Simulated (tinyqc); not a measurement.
# Worked calculation: on-chip power grid, static voltage drop by conjugate gradients

Computed by the program tinyqc: `OMP_NUM_THREADS=1 python tinyqc.py 2770106 2770107 out.jsonl`, one thread of a shared Intel Xeon 2.30GHz, about 0.2 s for the whole run. Printed values are rounded.

A grid of 4 rows and 3 columns, node k = 3 row + column. Neighbours in a row are joined by Rx, in a column by Ry; pad nodes, which reach the supply through Rp: 0, 2, 9, 11. Each node draws I0, node 11 draws kh I0. The drops u = Vdd - V solve G u = i, with G the conductance matrix (1/Rp added on the diagonal at pad nodes).

Parameters, values chosen for the exercise: supply voltage Vdd = 0.9 V; resistance of a horizontal segment Rx = 0.61 ohm; resistance of a vertical segment Ry = 0.11 ohm; resistance from a pad node to the supply Rp = 0.14 ohm; load current of an ordinary node I0 = 9.2 mA; factor on the load at the hot node kh = 3.

## Diagonal of G, loads and first direction

G_kk = sum of the conductances at node k. Start u = 0, so the residual is r = i; p = r.

G_kk (S):
```
         col 0    col 1    col 2
row 0  17.8731  12.3696  17.8731
row 1  19.8212  21.4605  19.8212
row 2  19.8212  21.4605  19.8212
row 3  17.8731  12.3696  17.8731
```

r at the start (mA):
```
       col 0  col 1  col 2
row 0    9.2    9.2    9.2
row 1    9.2    9.2    9.2
row 2    9.2    9.2    9.2
row 3    9.2    9.2   27.6
```

p at the start (mA):
```
       col 0  col 1  col 2
row 0    9.2    9.2    9.2
row 1    9.2    9.2    9.2
row 2    9.2    9.2    9.2
row 3    9.2    9.2   27.6
```

## Iteration 1: conjugate-gradient step

u at the start (mV):
```
       col 0  col 1  col 2
row 0      0      0      0
row 1      0      0      0
row 2      0      0      0
row 3      0      0      0
```

q = G p; a = (r.r)/(p.q); u(new) = u + a p; r(new) = r - a q; b = (r.r)(new)/(r.r); p(new) = r(new) + b p.

q (mA S):
```
        col 0    col 1     col 2
row 0  65.714    0.000    65.714
row 1   0.000    0.000     0.000
row 2   0.000    0.000  -167.273
row 3  65.714  -30.164   394.580
```

a = 0.155478 ohm

u after iteration 1 (mV):
```
         col 0    col 1    col 2
row 0  1.43040  1.43040  1.43040
row 1  1.43040  1.43040  1.43040
row 2  1.43040  1.43040  1.43040
row 3  1.43040  1.43040  4.29120
```

r after iteration 1 (mA):
```
         col 0    col 1     col 2
row 0  -1.0171   9.2000   -1.0171
row 1   9.2000   9.2000    9.2000
row 2   9.2000   9.2000   35.2073
row 3  -1.0171  13.8898  -33.7486
```

b = 1.82088

p after iteration 1 (mA):
```
         col 0    col 1    col 2
row 0  15.7350  25.9521  15.7350
row 1  25.9521  25.9521  25.9521
row 2  25.9521  25.9521  51.9594
row 3  15.7350  30.6420  16.5078
```

## Iteration 2: conjugate-gradient step

As before.

q (mA S):
```
        col 0    col 1     col 2
row 0   2.760   33.499     2.760
row 1  92.883    0.000  -143.547
row 2  92.883  -85.270   601.352
row 3  -4.928   90.243  -227.545
```

a = 0.102691 ohm

u after iteration 2 (mV):
```
         col 0    col 1    col 2
row 0  3.04623  4.09544  3.04623
row 1  4.09544  4.09544  4.09544
row 2  4.09544  4.09544  6.76614
row 3  3.04623  4.57704  5.98640
```

r after iteration 2 (mA):
```
         col 0    col 1     col 2
row 0  -1.3006   5.7600   -1.3006
row 1  -0.3382   9.2000   23.9409
row 2  -0.3382  17.9564  -26.5459
row 3  -0.5111   4.6227  -10.3818
```

b = 0.600549

p after iteration 2 (mA):
```
         col 0    col 1    col 2
row 0   8.1490  21.3455   8.1490
row 1  15.2473  24.7855  39.5264
row 2  15.2473  33.5419   4.6582
row 3   8.9385  23.0247  -0.4681
```

## Iteration 3: conjugate-gradient step

As before.

q (mA S):
```
         col 0    col 1     col 2
row 0  -27.956   11.994  -248.675
row 1   48.893  -56.860   626.397
row 2   27.361  252.556  -317.730
row 3  -16.597  -34.006   -88.459
```

a = 0.0646894 ohm

u after iteration 3 (mV):
```
         col 0    col 1    col 2
row 0  3.57339  5.47627  3.57339
row 1  5.08178  5.69880  6.65238
row 2  5.08178  6.26524  7.06748
row 3  3.62446  6.06649  5.95612
```

r after iteration 3 (mA):
```
         col 0    col 1     col 2
row 0   0.5079   4.9841   14.7861
row 1  -3.5011  12.8782  -16.5804
row 2  -2.1082   1.6187   -5.9921
row 3   0.5626   6.8226   -4.6594
```

b = 0.436646

p after iteration 3 (mA):
```
        col 0    col 1    col 2
row 0  4.0661  14.3045  18.3443
row 1  3.1566  23.7007   0.6786
row 2  4.5495  16.2646  -3.9581
row 3  4.4656  16.8762  -4.8638
```

## Course of the conjugate-gradient iteration

Stop when |r| is below 1e-9 mA.

Course of the iteration:
```
iteration  largest u (mV)  |r| (mA)
1                 4.29120      55.5
2                 6.76614      43.0
3                 7.06748      28.4
4                 7.47254      15.1
5                 8.04671      9.68
6                 8.06558      3.19
7                 8.16834      1.11
8                 8.19059     0.965
9                 8.17806     0.307
10                8.17696     0.130
11                8.17462    0.0407
12                8.17350   < 1e-11
```

Converged in 12 iterations for 12 unknowns; in exact arithmetic the method needs at most 12. The condition number of the matrix is 23.8. Gauss-Seidel sweeps in node order need 137 to reach the same residual.

## Worst drop, pad currents and power lost

converged u (mV):
```
         col 0    col 1    col 2
row 0  4.04111  7.79205  4.33289
row 1  5.52786  8.08023  6.10153
row 2  5.54235  8.17350  6.50135
row 3  4.07037  8.03076  5.58763
```

Pad current u/Rp; worst drop as a share of Vdd; power lost in the grid and pads sum_k i_k u_k; power delivered sum_k i_k (Vdd - u_k).

worst drop = 8.17350 mV
share of Vdd = 0.908166 %
pad currents (mA): node 0 28.8650, node 2 30.9492, node 9 29.0741, node 11 39.9116
power lost = 0.781603 mW
power delivered = 115.138 mW

The pad currents add up to the total load, 128.8 mA. The worst drop is at node 7, not at the hot node.
